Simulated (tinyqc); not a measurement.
Inside a calculation. Model: threshold-voltage variability of a planar MOSFET, analytic estimates.

Program tinyqc, `OMP_NUM_THREADS=1 python tinyqc.py 2090149 2090150 out.jsonl`; Intel Xeon 2.30GHz, shared host, one thread, about 0.01 s. Printed values are rounded.

Three independent sources add in quadrature: random dopants in the depleted layer, metal-gate grains of two orientations, and roughness of the two gate edges acting through the roll-off VT = VT(long) - Vr exp(-L/l). These are first-order estimates: no three-dimensional electrostatics, no percolation.

Values chosen for this exercise; material values close to those of germanium: temperature T = 300 K; band gap Eg = 0.666 eV; relative permittivity of the semiconductor eps_r = 15.7; conduction-band density of states at T Nc = 1.03e19 cm^-3; valence-band density of states at T Nv = 6.04e18 cm^-3; channel doping Na = 2.8e18 cm^-3; oxide-equivalent thickness in inversion ti = 2.3 nm; gate length L = 32 nm; gate width W = 53 nm; metal grain size G = 15 nm; work-function difference of the two grain orientations dW = 0.3 eV; share of the orientation of higher work function p = 0.5; rms roughness of one gate edge De = 1.9 nm; correlation length of the roughness La = 20 nm; decay length of the threshold roll-off l = 8.3 nm; prefactor of the roll-off Vr = 1.2 V; subthreshold factor n = 1.2; gm/I of a matched pair gI = 5 1/V; spread of the gain factor of one device sb = 2.1 %; number of cells Nb = 65536; wanted yield Y = 0.99.

Constants: q = 1.602176634e-19 C, kB = 1.380649e-23 J/K, Vt = kB T/q, eps0 = 8.8541878128e-14 F/cm where lengths are in cm. Results are converted to the units shown.

Range of the model: gI s exceeds 0.2, so the linear formula for the current mismatch is only a rough guide.

## Random dopants

ni = sqrt(Nc Nv) exp(-Eg/(2 Vt)), Eg in volts; Cox = 3.9 eps0/ti; Wd = sqrt(4 eps0 eps_r Vt ln(Na/ni)/(q Na)); dopants: s1 = (q/Cox) sqrt(Na Wd/(3 L W)). The slope A1 = s1 sqrt(L W); mean number of dopants Na L W Wd.

Cox = 1.50136 uF/cm^2
Wd = 19.4823 nm
mean number of dopants = 92.5178
A1 = 1.43901 mV um
s1 = 34.9423 mV

Counting alone, 1/sqrt(N) of the depletion voltage q Na Wd/Cox = 582 mV, would give sqrt(3) times more: dopants deep in the layer act less on the surface.

## Metal grains and edge roughness

Grains: Ng = L W/G^2 (at least 1), s2 = dW sqrt(p (1 - p)/Ng). Edges, with exponential correlation and u = W/La: the mean gate length has sL^2 = 2 De^2 (2/u)[1 - (1 - exp(-u))/u]; s3 = sL (Vr/l) exp(-L/l).

Ng = 7.53778
s2 = 54.6348 mV
sL = 1.88098 nm
dVT/dL = 3.05995 mV/nm
s3 = 5.75571 mV

## Total spread, mismatch and leakage

s = sqrt(s1^2 + s2^2 + s3^2). For a pair: s(dVT) = sqrt(2) s; current mismatch sqrt(2) sqrt((gI s)^2 + sb^2); input offset = current mismatch/gI. For a Gaussian VT the off current is log-normal with mean/median = exp(s^2/(2 (n Vt)^2)).

s = 65.1080 mV
s(dVT) = 92.0766 mV
current mismatch = 46.1340 %
input offset = 92.2680 mV
mean/median of Ioff = 9.04633

The grains give 70.4 % of the variance; without them s would be 35.4 mV. A current mismatch this large is beyond the linear estimate.

## Iteration 1: margin in standard deviations for the wanted yield

k at the start = 4

Cells fail independently with probability Q(k) = erfc(k/sqrt(2))/2 when the margin is k standard deviations, and Y = exp(-Nb Q(k)). phi = exp(-k^2/2)/sqrt(2 pi). Newton steps on ln Q(k) = ln(-ln(Y)/Nb): k(new) = k + [ln Q - ln(-ln(Y)/Nb)] Q/phi.

Q(k) = 3.16712e-5
phi = 1.33830e-4
k after iteration 1 = 5.26145

## Iteration 2: margin in standard deviations for the wanted yield

As before.

Q(k) = 7.14609e-8
phi = 3.88730e-7
k after iteration 2 = 5.12108

## Course of the iteration: margin in standard deviations for the wanted yield

Stop when k changes by less than 1e-9, or after 30 iterations.

Course of the iteration:
```
iteration	k	|change|
1	5.26145	1.26
2	5.12108	0.140
3	5.11928	1.80e-3
4	5.11928	2.96e-7
5	5.11928	< 1e-12
```

Converged in 5 iterations. At the end the number of correct digits about doubles with each step. With s(dVT) = 92.1 mV, 5.12 standard deviations are 471 mV.
